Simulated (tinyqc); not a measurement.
The 3-omega method: a line heater on a substrate with a thin film: one step, computed by the program tinyqc.

A current at angular frequency omega = 2 pi f heats the line at 2 omega with the amplitude P per length; the temperature swing Delta T at 2 omega gives a voltage at 3 omega. The substrate is taken as semi-infinite and isotropic, and the heat capacity of heater and film is left out.

Problem. Penetration depth. D = kappa/C; q = sqrt(2 i omega/D); penetration depth 1/|q| = sqrt(D/(2 omega)).

Inputs (values chosen for the exercise, modelled on amorphous silicon on silica): substrate conductivity kappa = 1.4 W/(m K); substrate heat capacity C = 1.66 1e6 J/(m^3 K); heater half-width b = 16 micrometre; current frequency f = 510 Hz; substrate thickness d_s = 380 micrometre.

Give: diffusivity D; penetration depth; |q| b; penetration depth / d_s.

Solution.

diffusivity D = 0.8434 mm^2/s

penetration depth = 11.47 micrometre

|q| b = 1.395

penetration depth / d_s = 0.03019
